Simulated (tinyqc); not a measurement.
Random telegraph noise from one oxide trap in a small MOSFET: effect of the temperature.

An acceptor-like trap exchanges electrons with the channel. Inversion charge Q = Cox u, u = n Vt W0(exp((Vg - VT)/(n Vt))), W0 the Lambert function, n = nf, Cox = eps0 eox/tox; linear regime Id = (W/L) mu Q Vd. Relative to threshold the surface potential rises by Vt ln(u/u0) and the oxide voltage by the rest of Vg - VT, with u0 = n Vt W0(1).

N = Cox u/q; dpsi = Vt ln(u/u0); E = E0 - dpsi - (xt/tox)(Vg - VT - dpsi); capture time tc = 1/[(N/zi) vth s0 exp(-xt/lt - EB/Vt)]; emission time te = tc exp(-E/Vt); occupancy te/(tc + te). A = W L; threshold step dV = q (1 - xt/tox)/(Cox A); gm/Id = 1/(u + n Vt); relative step dI/I = (gm/Id) dV + asc mu/A. fc = (1/tc + 1/te)/(2 pi); rms = (dI/I) sqrt(tc te)/(tc + te). VT, nf, vth and mu are held fixed.

Parameters, values chosen for the exercise; values of the order met in silicon transistors: relative permittivity of the gate insulator (close to zirconium oxide) eox = 24.9; insulator thickness tox = 5.7 nm; depth of the trap from the channel interface xt = 1.3 nm; trap level above the channel Fermi level at threshold E0 = -0.04 eV; capture prefactor s0 = 9e-16 cm^2; capture barrier (lattice relaxation) EB = 0.28 eV; tunnelling decay length lt = 0.13 nm; thermal velocity vth = 1.1e7 cm/s; thickness of the inversion layer zi = 2.1 nm; threshold voltage VT = 0.2 V; body factor nf = 1.24; gate width W = 300 nm; gate length L = 140 nm; mobility mu = 220 cm^2/(V s); scattering coefficient of the charged trap asc = 0 V s; drain voltage Vd = 0.02 V; gate voltage Vg = 0.15 V.

Constants: q = 1.602176634e-19 C, kB = 1.380649e-23 J/K, Vt = kB T/q, eps0 = 8.8541878128e-14 F/cm where lengths are in cm. Results are converted to the units shown.

Result of one run:
```
E (eV)	tc (s)	te (s)	occupancy	dI/I (%)	fc (Hz)	rms dI/I (%)
-0.005271	0.1732	0.2124	0.5508	0.2019	1.668	0.1004
```

Which temperature T gave this result: 270, 300, 330, 360 or 390 K?

T = 300 K.

The whole series:
```
T (K)	E (eV)	tc (s)	te (s)	occupancy	dI/I (%)	fc (Hz)	rms dI/I (%)
180	-0.003431	1003	1252	0.5551	0.3702	2.858e-4	0.1840
210	-0.004028	46.30	57.84	0.5554	0.3091	0.006189	0.1536
240	-0.004521	4.558	5.671	0.5544	0.2638	0.06298	0.1311
270	-0.004929	0.7441	0.9197	0.5528	0.2291	0.3869	0.1139
300	-0.005271	0.1732	0.2124	0.5508	0.2019	1.668	0.1004
330	-0.005561	0.05220	0.06348	0.5487	0.1801	5.556	0.08964
360	-0.005808	0.01910	0.02304	0.5467	0.1624	15.24	0.08082
390	-0.006021	0.008118	0.009711	0.5447	0.1476	35.99	0.07351
```

As T goes from 180 to 390, tc falls from 1000 to 0.00812 s, te falls from 1250 to 0.00971 s and dI/I falls from 0.370 to 0.148 %. Activation energies over the table: 0.338 eV for capture (EB = 0.28 eV, altered by the change of N) and 0.339 eV for emission.

Range of the model: VT is taken as given; short-channel effects and the uneven flow of current among few electrons are left out.

tinyqc, about 0.01 s, one thread, Intel Xeon 2.30GHz (shared host): `OMP_NUM_THREADS=1 python tinyqc.py 2710001 2710002 out.jsonl`
